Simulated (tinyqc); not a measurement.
From results back to parameters: thin-film optics by transfer matrices. Two cases, with inputs chosen for the exercise.

Problem. A bare substrate in air: with rho = tan(Psi) exp(i Delta), Delta = 180 degrees at small angles on a dielectric, conj(eps) = sin^2(theta) [1 + tan^2(theta) ((1 - rho)/(1 + rho))^2], and n + i k = sqrt(eps).

Case 1.

Values chosen (out of a larger set: indices near those of resist, ARC on Si; not measured data): lam = 633 nm (vacuum wavelength); theta_e = 60 degrees (angle of the ellipsometer).

Psi = 23.7081 degrees
Delta = 179.7195 degrees

Case 2.

Values chosen (out of a larger set: indices near those of resist, ARC on Al; not measured data): lam = 365 nm (vacuum wavelength); theta_e = 70 degrees (angle of the ellipsometer).

Psi = 42.7715 degrees
Delta = 120.4789 degrees

Find: rho; eps; n; k.

Solution. Form rho, insert it, conjugate, and take the root with k >= 0.

Case 1.

rho = -0.4391+0.0021i
eps = 15.56+0.16i
n = 3.945
k = 0.020

Case 2.

rho = -0.4692+0.7973i
eps = -19.09+3.64i
n = 0.415
k = 4.389

Computed by tinyqc, one run a case: `OMP_NUM_THREADS=1 python tinyqc.py N N+1 out.jsonl` with N = 1651507, 1651524; one thread of a shared Intel(R) Xeon(R) Processor @ 2.30GHz, about 0.01 s a run at most.
